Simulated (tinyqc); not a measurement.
# p-n diode, drift-diffusion by the Gummel loop with Scharfetter-Gummel fluxes: what changes with what

Abrupt junction at x = 0, p side from -Lp, n side to Ln, ohmic contacts. psi is counted from the intrinsic level; n = ni exp((psi - phin)/Vt), p = ni exp((phip - psi)/Vt). Contacts: p side psi = V - Vt ln(Na/ni), p = Na, n = ni^2/Na; n side psi = Vt ln(Nd/ni), n = Nd, p = ni^2/Nd. Constant mobilities, D = mu Vt, Boltzmann statistics, SRH recombination through a mid-gap level, U = (n p - ni^2)/(tp (n + ni) + tn (p + ni)). Current is positive from the p contact to the n contact.

Values chosen for this exercise; band and dielectric values close to those of cadmium telluride: temperature T = 300 K; band gap Eg = 1.48 eV; relative permittivity eps_r = 10.2; conduction-band density of states at T Nc = 7.88e17 cm^-3; valence-band density of states at T Nv = 1.77e19 cm^-3; acceptor density of the p side Na = 9.6e16 cm^-3; donor density of the n side Nd = 1.8e17 cm^-3; electron mobility mun = 470 cm^2/(V s); hole mobility mup = 49 cm^2/(V s); SRH lifetime of electrons tn = 2e-8 s; SRH lifetime of holes tp = 4e-9 s; length of the p side Lp = 0.63 um; length of the n side Ln = 2.3 um; uniform generation rate G = 0 cm^-3 s^-1.

Constants: q = 1.602176634e-19 C, kB = 1.380649e-23 J/K, Vt = kB T/q, eps0 = 8.8541878128e-14 F/cm where lengths are in cm. Results are converted to the units shown.

Each table varies one quantity; the others keep the values above.

## Current against voltage in the dark

ni = sqrt(Nc Nv) exp(-Eg/(2 Vt)), Eg in volts. Poisson and both continuity equations are solved self-consistently with Scharfetter-Gummel fluxes on a graded mesh of 500 nodes. J_scr is q times the integral of U between -xp and xn. Ideal diffusion current J_id = q ni^2 [Dn coth(wp/Le)/(Le Na) + Dp coth(wn/Lh)/(Lh Nd)] (exp(V/Vt) - 1), Le = sqrt(Dn tn), Lh = sqrt(Dp tp), wp = Lp - xp, wn = Ln - xn, with xp and xn from the depletion approximation (W = sqrt(2 eps0 eps_r (Vbi - V)(1/Na + 1/Nd)/q), xp = W Nd/(Na + Nd), xn = W Na/(Na + Nd), Vbi = Vt ln(Na Nd/ni^2)). Ideality factor = 0.004 V/(Vt ln[J(V + 0.004 V)/J(V)]). Here G = 0.

In this table G = 0 cm^-3 s^-1.

Result of one run:
```
V (V),J (A/cm^2),ideality factor,J_scr/J (%),J_id (A/cm^2),share recombining at the contacts (%),larger minority/doping at -xp and xn
0.96,0.0111,1.07,15.3,0.00944,80.8,4.27e-6
```

What becomes of these results when the bias of the p contact V is changed from 0.96 to 1.19 V, all else the same?

Result of the changed run:
```
V (V),J (A/cm^2),ideality factor,J_scr/J (%),J_id (A/cm^2),share recombining at the contacts (%),larger minority/doping at -xp and xn
1.19,62.5,1.07,0.463,66.6,94.7,0.0258
```

The whole series:
```
V (V),J (A/cm^2),ideality factor,J_scr/J (%),J_id (A/cm^2),share recombining at the contacts (%),larger minority/doping at -xp and xn
0.26,1.16e-9,1.94,100,1.75e-14,0.00144,7.92e-18
0.38,1.27e-8,1.94,100,1.80e-12,0.0135,8.18e-16
0.49,1.14e-7,1.93,99.9,1.26e-10,0.105,5.73e-14
0.61,1.27e-6,1.90,99.0,1.29e-8,0.963,5.89e-12
0.72,1.25e-5,1.79,92.9,9.00e-7,6.82,4.11e-10
0.84,2.28e-4,1.38,59.7,9.22e-5,38.5,4.20e-8
0.96,0.0111,1.07,15.3,0.00944,80.8,4.27e-6
1.07,0.669,1.02,2.86,0.655,92.5,2.91e-4
1.19,62.5,1.07,0.463,66.6,94.7,0.0258
```

J rises from 1.16e-9 to 62.5 A/cm^2; the ideality factor moves up and down between 1.02 and 1.94. Recombination in the depleted layer carries over half of the current up to V = 0.84 V, where the factor is 1.38; it grows roughly as exp(V/2 Vt), so diffusion overtakes it. Where the factor is lowest (V = 1.07 V), J is 2.1 % above the ideal diffusion current.

## Effect of the length of the p side at fixed bias

Same model as above.

In this table V = 0.7 V.

Results:
```
Lp (um),J (A/cm^2),ideality factor,J_scr/J (%),J_id (A/cm^2),share recombining at the contacts (%),larger minority/doping at -xp and xn
0.63,8.18e-6,1.82,94.9,4.16e-7,4.83,1.90e-10
1,8.02e-6,1.85,96.8,2.60e-7,2.97,1.91e-10
2.8,7.87e-6,1.88,98.6,1.07e-7,1.00,1.92e-10
4.6,7.84e-6,1.89,99.0,7.98e-8,0.565,1.92e-10
7.6,7.83e-6,1.89,99.1,6.72e-8,0.281,1.93e-10
13,7.83e-6,1.89,99.2,6.32e-8,0.103,1.93e-10
```

Estimate the missing row, Lp = 1.7 um.

Computed row:
```
Lp (um),J (A/cm^2),ideality factor,J_scr/J (%),J_id (A/cm^2),share recombining at the contacts (%),larger minority/doping at -xp and xn
1.7,7.92e-6,1.87,98.0,1.59e-7,1.71,1.92e-10
```

With this row back in the table: As Lp rises from 0.63 to 13, J falls from 8.18e-6 to 7.83e-6 A/cm^2, the share of the depleted layer rises from 94.9 to 99.2 % and the share lost at the contacts falls from 4.83 to 0.103 %. The exponent d ln J/d ln Lp is -0.04 between the first two rows and 0.00 between the last two. J less J_scr is 0.19 % above J_id in the last row.

tinyqc, about 0.1 s, one thread, Intel Xeon 2.30GHz (shared host): `OMP_NUM_THREADS=1 python tinyqc.py 2240099 2240100 out.jsonl`
